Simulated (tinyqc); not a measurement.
Worked calculation: overlap of hydrogenic dopants: pairs, impurity band and the Mott density. Values are carried at full precision from step to step, so a last printed digit may differ when a step is redone from the rounded ones.

Ry* = Ry m/eps^2, aB = a0 eps/m. For 1s orbitals a distance rho = R/aB apart, in Ry*: overlap S = exp(-rho)(1 + rho + rho^2/3), J = (2/rho)(1 - (1 + rho) exp(-2 rho)) (attraction to the other ion), Kx = 2 (1 + rho) exp(-rho) (exchange of one electron). One electron on a pair has E = -1 - (J +/- Kx)/(1 +/- S), without the repulsion 2/rho of the ions. Hopping after orthogonalisation: t = (Kx - S J)/(1 - S^2), half the splitting. Dopants on a lattice with z neighbours, n = (3 sqrt3/4)/R^3 (bcc), give a band of width B = 2 z t, as on any lattice of two interpenetrating sublattices. Valleys, central cells and disorder are left out.

Constants: Ry = 13.60569312 eV; a0 (Bohr radius) = 0.5291772105 angstrom; hbar = 6.58211957e-16 eV s.

Parameters, chosen for this exercise (an isotropic mass and dielectric constant of the size used for donors in Si; not measured data): m = 0.287 m0 (mass); eps = 12 (dielectric constant); N = 0.003 1/aB^3 (dopant density); rho = 3 aB (distance of a pair); u = 0.945 Ry* (cost of a second electron on one dopant); z = 8 (neighbours in the dopant lattice).

## Scales

Form Ry*, aB, and the density N in 1/cm^3 (1/angstrom^3 = 1e24/cm^3).

Ry* = 27.117 meV
aB = 22.126 angstrom
density = 2.770e+17 1/cm^3

## A pair with one electron

Form S, J, Kx, the two levels, t, and the total energy of the lower state with the repulsion, relative to a distant pair (-1).

S, J, Kx: 0.34851  0.66006  0.39830

levels (Ry*): even -1.78483, odd -1.40179

t = 0.19152 Ry*
energy of the pair against a distant one (negative: bound) = -0.11817 Ry*

In this host the pair is 6.6 nm long and its splitting 2t is 10.39 meV.

## The pair with two electrons (two-site Hubbard model)

t is the hopping between the two dopants. Singlet at (u - sqrt(u^2 + 16 t^2))/2 below the triplet at 0; estimate 4 t^2/u; weight of double occupancy (1 - u/sqrt(u^2 + 16 t^2))/2; swap time pi hbar/Jx with Jx the splitting in eV. t and u are in units of Ry*.

singlet-triplet splitting (meV): exact 3.681, 4 t^2/u 4.210

double occupancy = 0.1116
swap time = 0.562 ps

The estimate is 14.4 % too high at 4t/u = 0.81.

## The impurity band at this density

Form R/aB, t, B = 2 z t and N^(1/3) aB. Two estimates of the gap between the Hubbard bands: u - B (rigid bands, closing at B = u) and the Hubbard-III rule, which closes at B = (2/sqrt3) u; give B/u.

R/aB = 7.5654
t = 0.00509 Ry*

B: in Ry* 0.081, in meV 2.208

N^(1/3) aB = 0.1442
B/u = 0.086

Both rules leave a gap: an insulator at T = 0. Mott's screening rule, N^(1/3) aB = 0.26, puts this density on the insulating side.

## Checks

- Overlap S against numerical integration in elliptic coordinates: both 0.34851.

(tinyqc, `OMP_NUM_THREADS=1 python tinyqc.py 1481985 1481986 out.jsonl`, Intel(R) Xeon(R) Processor @ 2.30GHz, 1 thread, shared host, about 0.01 s.)
